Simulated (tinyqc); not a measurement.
Inside a calculation. Model: input admittance of a MOSFET at zero drain bias: distributed channel and distributed gate.

Program tinyqc, `OMP_NUM_THREADS=1 python tinyqc.py 2262141 2262142 out.jsonl`; Intel Xeon 2.30GHz, shared host, one thread, about 0.01 s. Printed values are rounded.

Source and drain grounded, strong inversion, w = 2 pi f, Cox = eps0 eox/tox. The channel is an RC line of resistance 1/(mu Cox Vo) per square fed from both ends, so one finger has the intrinsic admittance y = i w Cox L tanh(g)/g per width, g = (1/2) sqrt(i w tau), tau = L^2/(mu Vo). The vertical resistance rv/L is in series with y, the overlaps 2 i w Cov in parallel: y_t = 1/(1/y + rv/L) + 2 i w Cov. The gate strip is a line of Rsh/L per length loaded by y_t, so a finger has Y = y_t Wf tanh(k)/k, k = (Wf/sd) sqrt(y_t Rsh/L); the device has Nf Y.

Parameters, values chosen for the exercise; values of the order met in silicon radio-frequency transistors: relative permittivity of the gate insulator (close to silicon nitride) eox = 7.53; insulator thickness tox = 14 nm; channel length L = 0.41 um; finger width Wf = 1.5 um; number of fingers Nf = 64; channel mobility mu = 390 cm^2/(V s); gate overdrive Vo = 0.57 V; sheet resistance of the gate Rsh = 12 ohm/square; vertical resistivity of the gate stack rv = 0 ohm um^2; number of ends at which a finger is contacted sd = 1; overlap and fringe capacitance on each side Cov = 0.23 fF/um; frequency f = 21 GHz.

Constants: eps0 = 8.8541878128e-14 F/cm where lengths are in cm. Results are converted to the units shown.

## Low-frequency resistances and capacitance

Low-frequency limits, with c = Cox L and ct = c + 2 Cov: R_strip = Rsh Wf/(3 sd^2 L Nf), R_ch = (c/ct)^2 L/(12 mu Cox Vo Wf Nf), R_vert = (c/ct)^2 rv/(L Wf Nf), C = ct Wf Nf.

parts (ohm): strip 0.228659, channel 2.20205, vertical 0
sum = 2.43071 ohm
C = 231.604 fF
1/(2 pi R C) = 282.711 GHz

The channel term is the largest, 90.6 % of the sum.

## Admittance of the channel and stack per width

tau, g, c = Cox L, y and y_t as defined.

tau = 7.56185 ps
g = 0.353158+0.353158i
c = 1.95254 fF/um
y = 21.208+255.516i uS/um
y_t = 21.208+316.211i uS/um

w tau = 0.998, and Im y is 0.992 of w c.

## Input impedance of the device

k and Y as defined; Z = 1/(Nf Y) = R + 1/(i w C); Q = |Im Z|/R; signal at the point farthest from a contact |1/cosh k|.

k = 0.105516+0.098676i
Nf Y = 2.2453+30.3263i mS
R = 2.42810 ohm
C = 231.097 fF
Q = 13.5064
signal at the far point = 0.999266

R is 0.11 % below its low-frequency limit and C is 0.22 % below its own.
